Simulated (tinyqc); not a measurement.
Trap and transport parameters from the curve.

Inverse problem. A layer shows an ohmic current q n0 mu V/L, then a square law (9/8) th eps0 eps_r mu V^2/L^3 above Vx = 8 q n0 L^2/(9 th eps0 eps_r), and trap filling at V_TFL = q Nt L^2/(2 eps0 eps_r). th = y/(1 + y), y = (Nc/Nt) exp(-Et/kB T). The square-law current at V is given. Find th, n0, Nt and Et.

Inputs (values chosen for the exercise):
- T = 350 K (temperature)
- eps_r = 20.2 (relative permittivity)
- mu = 0.059 cm^2/(V s) (mobility)
- L = 1000 nm (thickness)
- Nc = 9.9e20 cm^-3 (band density of states)
- V = 4.3 V (voltage)

Constants: q = 1.602176634e-19 C, kB = 1.380649e-23 J/K, Vt = kB T/q, eps0 = 8.8541878128e-14 F/cm where lengths are in cm. Results are converted to the units shown.

Mott-Gurney J = 0.0055588104 A/cm^2
Vx = 2.1380919 V
V_TFL = 80.621858 V

Solution. The square law gives th, Vx gives n0, V_TFL gives Nt, and th with Nt gives Et.

th = 0.002532
n0 = 6.800e12 cm^-3
Nt = 1.800e17 cm^-3
Et = 0.4400 eV

tinyqc, about 0.01 s, one thread, Intel Xeon 2.30GHz (shared host): `OMP_NUM_THREADS=1 python tinyqc.py 2370071 2370072 out.jsonl`
